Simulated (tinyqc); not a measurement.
Pariser-Parr-Pople SCF with singles CI, for the molecule c1ccc2ccccc2c1 (SMILES; centres numbered as the heavy atoms are written), step by step. One step of it, computed by the program tinyqc.

Problem. Iteration 1: orbitals and new P. Diagonalise F (the basis is taken as orthonormal) and form P = 2 sum c c over the lowest orbitals; 0.3 of the old P is kept.

F (eV), lower triangle:
```
            1C         2C         3C         4C         5C         6C         7C         8C
1C   -5.595000
2C   -4.002121  -5.595000
3C    0.000000  -4.326240  -5.595000
4C    0.423636   0.000000  -3.872793  -5.595000
5C    0.000000   0.244719   0.000000  -3.872793  -5.595000
6C   -0.177052   0.000000   0.244719   0.000000  -4.326240  -5.595000
7C    0.000000  -0.177052   0.000000   0.423636   0.000000  -4.002121  -5.595000
8C    0.244719   0.000000  -0.122366   0.000000   0.637155   0.000000  -4.326240  -5.595000
9C    0.000000   0.423636   0.000000  -3.775118   0.000000   0.423636   0.000000  -3.872793
10C  -4.326240   0.000000   0.637155   0.000000  -0.122366   0.000000   0.244719   0.000000

            9C        10C
9C   -5.595000
10C  -3.872793  -5.595000
```

pi electrons, sum of z_r less the charge = 10

P at the start, lower triangle:
```
            1C         2C         3C         4C         5C         6C         7C        8C
1C    1.000000
2C    0.603165   1.000000
3C    0.000000   0.724564   1.000000
4C   -0.240883   0.000000   0.554700   1.000000
5C    0.000000  -0.169863   0.000000   0.554700   1.000000
6C    0.155952   0.000000  -0.169863   0.000000   0.724564   1.000000
7C    0.000000   0.155952   0.000000  -0.240883   0.000000   0.603165   1.000000
8C   -0.169863   0.000000   0.084932   0.000000  -0.362282   0.000000   0.724564  1.000000
9C    0.000000  -0.240883   0.000000   0.518233   0.000000  -0.240883   0.000000  0.554700
10C   0.724564   0.000000  -0.362282   0.000000   0.084932   0.000000  -0.169863  0.000000

           9C       10C
9C   1.000000
10C  0.554700  1.000000
```

Give: orbital energies; P after iteration 1.

Solution.

orbital energies (eV): -14.1083  -12.2413  -11.2777  -10.2039  -9.1758  -2.0142  -0.9861  0.0877  1.0513  2.9183

P after iteration 1, lower triangle:
```
          1C       2C       3C       4C       5C       6C       7C      8C
1C    1.0000
2C    0.5974   1.0000
3C    0.0000   0.7309   1.0000
4C   -0.2447   0.0000   0.5490   1.0000
5C    0.0000  -0.1631   0.0000   0.5490   1.0000
6C    0.1494   0.0000  -0.1631   0.0000   0.7309   1.0000
7C    0.0000   0.1494   0.0000  -0.2447   0.0000   0.5974   1.0000
8C   -0.1631   0.0000   0.0872   0.0000  -0.3608   0.0000   0.7309  1.0000
9C    0.0000  -0.2447   0.0000   0.5267   0.0000  -0.2447   0.0000  0.5490
10C   0.7309   0.0000  -0.3608   0.0000   0.0872   0.0000  -0.1631  0.0000

         9C     10C
9C   1.0000
10C  0.5490  1.0000
```
